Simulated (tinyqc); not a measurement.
# Rectangular fin or nanosheet with a gate all round, subbands and threshold shift from confinement: two studies

Undoped body with a flat potential across it, hard walls, transport along x. One isotropic valley (g = 1, mx = my = mz = me). Non-parabolicity enters the subband edges through E (1 + al E) = gamma, so E = 2 gamma/(1 + sqrt(1 + 4 al gamma)); motion within a subband is taken as parabolic with the band-edge mass. Energies are counted from the bulk band edge.

Parameters, values chosen for the exercise; masses close to those of InAs:

| symbol | value | unit | meaning |
|---|---|---|---|
| T | 77 | K | temperature |
| me | 0.0229 | m0 | mass at the band edge |
| al | 2.7 | 1/eV | non-parabolicity |
| t | 10.7 | nm | width (along y) |
| dl | 0.2 | nm | widening of the box by penetration into the insulator |
| Cg | 3.1 | uF/cm^2 | gate capacitance per area of interface |
| H | 42.8 | nm | height (along z) |

Constants: q = 1.602176634e-19 C, kB = 1.380649e-23 J/K, hbar = 1.054571817e-34 J s, m0 = 9.1093837015e-31 kg, Vt = kB T/q, hbar^2/(2 m0) = 0.0380998212 eV nm^2. Results are converted to the units shown.

Each table varies one quantity; the others keep the values above.

## Confinement against the height

gamma = C pi^2 [a^2/(my (t + dl)^2) + b^2/(mz (H + dl)^2)], C = hbar^2/(2 m0). Each subband has N_k = g sqrt(2 mx m0 kB T/(pi hbar^2)); without degeneracy n = exp(EF/Vt) sum N_k exp(-E_k/Vt). Classical value Nc times t H, Nc = sum over valleys of 2 g (m m0 kB T/(2 pi hbar^2))^1.5 with m = (mx my mz)^(1/3). Threshold shift dVT = Vt ln(classical value/sum N_k exp(-E_k/Vt)). With degeneracy n = sum N_k F((EF - E_k)/Vt), F(x) = (1/sqrt(pi)) int_0^infinity u^(-1/2) du/(1 + exp(u - x)); gate: Vg = EF + q n/(Cg P), P = 2 (t + H), summed over the 60 lowest subbands at most, with Vg counted from the value that would put EF at the bulk band edge of an empty body. The last two columns are for Vg = 0.7 V; sensitivity d(dVT)/dH by central differences between 0.99 and 1.01 times the value.

Results:
```
H (nm)	E_1 (meV)	gap to the next edge (meV)	dVT (mV)	sensitivity (mV/nm)	n/P (cm^-2)	share of the lowest subband (%)
6.4	289.3	140.9	263.9	-43.56	1.608e12	51.35
8.3	226.7	156.6	203.0	-23.25	2.129e12	36.76
11	180.8	162.6	159.0	-11.23	2.495e12	28.47
14	154.9	113.9	134.7	-5.773	2.726e12	23.30
24	124.4	46.78	107.8	-1.113	3.236e12	14.04
31	117.7	29.51	102.7	-0.4676	3.412e12	11.05
40	113.6	18.33	99.90	-0.2007	3.565e12	8.658
```

Estimate the missing row, H = 18 nm.

Computed row:
```
H (nm)	E_1 (meV)	gap to the next edge (meV)	dVT (mV)	sensitivity (mV/nm)	n/P (cm^-2)	share of the lowest subband (%)
18	137.1	76.41	118.5	-2.763	2.957e12	18.62
```

With this row back in the table: As H grows from 6.4 to 40 nm, E_1 falls from 289 to 114 meV and dVT falls from 264 to 99.9 mV. E_1 goes as H^(-0.94) at the thin end; an error of 0.2 nm moves the threshold by 8.7 mV in the first row and 0.040 mV in the last. The charge per interface area rises from 1.61e12 to 3.56e12 cm^-2. For H = 8.3, 11, 14, 18, 24, 31, 40 the charge in the last two columns would bend the potential across the body noticeably, which is left out.

## Charge and subband filling against gate voltage

Same model as above.

Each subband has N_k = g sqrt(2 mx m0 kB T/(pi hbar^2)). Cq = q dn/dEF.

Charge and subband filling against gate voltage:
```
Vg (V)	EF - E_1 (eV)	n (cm^-1)	n/P (cm^-2)	share of the lowest subband (%)	Cq/(Cg P)	total C/(Cg P)
-0.04	-0.1528	3.899e-5	3.643	91.74	2.838e-11	2.838e-11
0.08	-0.03277	2768	2.587e8	91.70	0.002006	0.002002
0.21	0.07855	3.870e6	3.617e11	35.63	0.2721	0.2139
0.34	0.1804	9.690e6	9.056e11	21.62	0.3014	0.2316
0.46	0.2580	1.847e7	1.727e12	13.57	0.6390	0.3899
0.58	0.3309	2.823e7	2.638e12	10.06	0.6486	0.3934
0.71	0.4068	3.944e7	3.686e12	7.981	0.8950	0.4723
0.83	0.4650	5.221e7	4.880e12	6.446	1.150	0.5349
0.96	0.5258	6.654e7	6.219e12	5.378	1.122	0.5289
```

Read the table: what changes, and by how much?

EF passes E_1 = 0.113 eV at Vg = 0.114 V. The share of the lowest subband falls from 91.7 to 5.38 % and the total capacitance goes from 2.84e-11 through a maximum of 0.535 (at Vg = 0.83 V among the rows listed) to 0.529 of Cg P. In the last row 47 % of an added gate voltage goes into raising EF (from the last two rows). For Vg = 0.34, 0.46, 0.58, 0.71, 0.83, 0.96 the charge would bend the potential across the body noticeably, which is left out.

Range of the model: Non-parabolicity also makes carriers heavier within each subband, which is left out, so densities of states are understated at high energy.

tinyqc, about 0.08 s, one thread, Intel Xeon 2.30GHz (shared host): `OMP_NUM_THREADS=1 python tinyqc.py 2350059 2350060 out.jsonl`
